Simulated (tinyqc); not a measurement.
The 3-omega method: a line heater on a substrate with a thin film: one step, computed by the program tinyqc.

A current at angular frequency omega = 2 pi f heats the line at 2 omega with the amplitude P per length; the temperature swing Delta T at 2 omega gives a voltage at 3 omega. The substrate is taken as semi-infinite and isotropic, and the heat capacity of heater and film is left out.

Task: Temperature swing of the bare substrate. Delta T_s = (P/(pi kappa)) int_0^infinity (sin x/x)^2 / sqrt(x^2 + (q b)^2) dx with (q b)^2 = i |q b|^2, averaged over the heater width (12 Gauss-Legendre points on each of the pieces 0, 14 log-spaced edges from 1e-5 to 1, and multiples of pi to 40 pi; the tail adds 1/(4 (40 pi)^2)). For |q| b much below 1: Delta T_s = (P/(pi kappa)) [-ln(|q| b) + eta - i pi/4], eta = 3/2 - C_E = 0.92278, with Euler's C_E = 0.5772157.

Inputs (values chosen for the exercise, modelled on silicon nitride on silicon):

| quantity | value | unit |
|---|---|---|
| substrate conductivity kappa | 152 | W/(m K) |
| substrate heat capacity C | 1.69 | 1e6 J/(m^3 K) |
| heater half-width b | 8.9 | micrometre |
| power amplitude per length P | 41 | W/m |
| current frequency f | 1400 | Hz |

|q| b = 0.1244745

Give: in-phase Delta T_s; out-of-phase Delta T_s; in-phase, narrow-line form; out-of-phase, narrow-line form.

Result:

in-phase Delta T_s = 0.2583 K

out-of-phase Delta T_s = -0.06675 K

in-phase, narrow-line form = 0.2581 K

out-of-phase, narrow-line form = -0.06743 K

The narrow-line form misses the in-phase part by -0.07 % and the out-of-phase part by +1.0 % at |q| b = 0.124.
